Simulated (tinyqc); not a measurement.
From results back to parameters: linear model of a band gap against the share of exact exchange. Five cases, with inputs chosen for the exercise.

Problem. Gap and optical dielectric constant were computed at two shares alpha. They follow E = E0 + S alpha and eps = 1 + (e0 - 1)(EP/(EP + S alpha))^2.

Find: S; E0; EP; e0.

Method. The two gaps give S and E0. With q = sqrt((eps1 - 1)/(eps2 - 1)) = (EP + S alpha2)/(EP + S alpha1), EP = S (alpha2 - q alpha1)/(q - 1); e0 follows from either eps.

Case 1.

Values chosen (out of a larger set: of the order of those of GaAs; not measured data): al12 = (0.3, 0.35) (two shares of exact exchange).

gaps (eV): 2.23400  2.51800

eps: 9.194677  8.823251

Solution.

S = 5.68 eV
E0 = 0.53 eV
EP = 10.4 eV
e0 = 12.10

Case 2.

Values chosen (out of a larger set: of the order of those of InP; not measured data): al12 = (0.1, 0.4) (two shares of exact exchange).

gaps (eV): 1.26500  2.96000

eps: 9.824645  7.553228

Solution.

S = 5.65 eV
E0 = 0.70 eV
EP = 10.0 eV
e0 = 10.85

Case 3.

Values chosen (out of a larger set: of the order of those of GaAs; not measured data): al12 = (0.1, 0.3) (two shares of exact exchange).

gaps (eV): 1.03100  2.09300

eps: 10.800926  9.217556

Solution.

S = 5.31 eV
E0 = 0.50 eV
EP = 11.0 eV
e0 = 11.77

Case 4.

Values chosen (out of a larger set: of the order of those of diamond; not measured data): al12 = (0.25, 0.3) (two shares of exact exchange).

gaps (eV): 6.09500  6.46400

eps: 5.730678  5.605543

Solution.

S = 7.38 eV
E0 = 4.25 eV
EP = 25.5 eV
e0 = 6.44

Case 5.

Values chosen (out of a larger set: of the order of those of Ge; not measured data): al12 = (0.25, 0.35) (two shares of exact exchange).

gaps (eV): 1.24500  1.71100

eps: 13.291408  12.247063

Solution.

S = 4.66 eV
E0 = 0.08 eV
EP = 9.1 eV
e0 = 16.64

Computed by tinyqc, one run a case: `OMP_NUM_THREADS=1 python tinyqc.py N N+1 out.jsonl` with N = 1850403, 1850416, 1850422, 1850466, 1850479; one thread of a shared Intel(R) Xeon(R) Processor @ 2.30GHz, about 0.01 s a run at most.
